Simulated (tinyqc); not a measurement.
# A square-lattice strip 2 sites wide, recursive Green functions: two studies

The device has N = 5 slices of 2 site(s), nearest-neighbour hopping -t, and site energies U; the leads are semi-infinite continuations with site energy 0. V = <i+1|H|i> = -t 1.

Values chosen for this exercise: hopping (matrix element -t) t = 1.8 eV; site energies, slice by slice (2 a slice) U = [0.02, 0.26, 0.34, 0.39, -0.13, 0.11, 0.16, -0.34, -0.36, -0.11] eV; energy E = 0.49 eV.

Each table varies one quantity; the others keep the values above.

## Transmission against energy

Transverse modes n = 1..2: chi_n(j) = sqrt(2/3) sin(pi n j/3), energy e_n = -2 t cos(pi n/3). Sigma = t^2 sum_n chi_n chi_n^T g(E - e_n), g(x) = (x - i sqrt(4 t^2 - x^2))/(2 t^2) for |x| < 2 t and (x - sign(x) sqrt(x^2 - 4 t^2))/(2 t^2) otherwise; Gamma = i (Sigma - Sigma^dagger); both leads give the same. Forward pass: g_1 = (E - H_1 - Sigma)^(-1), g_i = (E - H_i - V g_(i-1) V^dagger)^(-1), with Sigma also subtracted on the last slice; G_(i,1) = g_i V G_(i-1,1), starting from g_1. H_i is the block of slice i: its site energies on the diagonal and -t between neighbouring rows. T(E) = Tr[Gamma G_(N,1) Gamma G_(N,1)^dagger].

Transmission against energy:
```
E (eV)  open modes    T(E)  T(E) per open mode
-5.22            1  0.7371              0.7371
-4.35            1  0.9637              0.9637
-3.48            1  0.9974              0.9974
-2.61            1  0.9907              0.9907
-1.74            2   1.603              0.8016
-0.87            2   1.899              0.9493
0                2   1.928              0.9642
0.87             2   1.902              0.9510
1.74             2   1.573              0.7866
2.61             1  0.9916              0.9916
3.48             1  0.9989              0.9989
4.35             1  0.9704              0.9704
5.22             1  0.7234              0.7234
```

T(E) lies between 0.723 (E = 5.22 eV) and 1.93 (E = 0 eV) in these rows. The leads offer 1 to 2 open mode(s), of which the mean share 0.91 is transmitted.

## Effect of the strength of the potential

Same model as above.

All U are multiplied by the factor sc.

Results:
```
sc     T(E)  reflection, modes - T(E)
0     2.000                         0
0.25  1.995                  0.004984
0.5   1.980                   0.01998
0.75  1.955                   0.04485
1     1.921                   0.07914
1.5   1.827                    0.1729
1.75  1.770                    0.2301
2     1.707                    0.2927
```

Estimate the missing row, sc = 1.25.

Computed row:
```
sc     T(E)  reflection, modes - T(E)
1.25  1.878                    0.1221
```

With this row back in the table: T(E) falls from 2.00 to 1.71. At sc = 0 the device equals the leads and transmits all 2 open mode(s). Between the first two non-zero rows the reflection goes as sc^(2.00); weak scattering gives sc^2.

Program tinyqc, `OMP_NUM_THREADS=1 python tinyqc.py 2660006 2660007 out.jsonl`; Intel Xeon 2.30GHz, shared host, one thread, about 0.01 s.
